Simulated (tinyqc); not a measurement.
# Gap and screening length from two transmissions

Inverse problem. At the source junction of a tunnel FET, T(w) = exp(-S), S = 2 pi lam sqrt(m/(C Eg)) [w + Eg/2 - sqrt(w (w + Eg))], C = hbar^2/(2 m0). Find Eg (between 0.1 and 3 eV) and lam.

Parameters, values chosen for the exercise:

| symbol | value | unit | meaning |
|---|---|---|---|
| m | 0.028 | m0 | band-edge mass of the two-band model |

Constants: q = 1.602176634e-19 C, hbar = 1.054571817e-34 J s, m0 = 9.1093837015e-31 kg, hbar^2/(2 m0) = 0.0380998212 eV nm^2. Results are converted to the units shown.

T(w) at w = 0.03 and 0.32 eV: 0.036014988  0.33817444

Solution. The ratio of the two exponents depends on Eg alone and falls steadily with it, which fixes Eg; either exponent then gives lam.

ratio of the two S = 3.07
Eg = 0.352 eV
lam = 3.70 nm

tinyqc, about 0.01 s, one thread, Intel Xeon 2.30GHz (shared host): `OMP_NUM_THREADS=1 python tinyqc.py 2620094 2620095 out.jsonl`
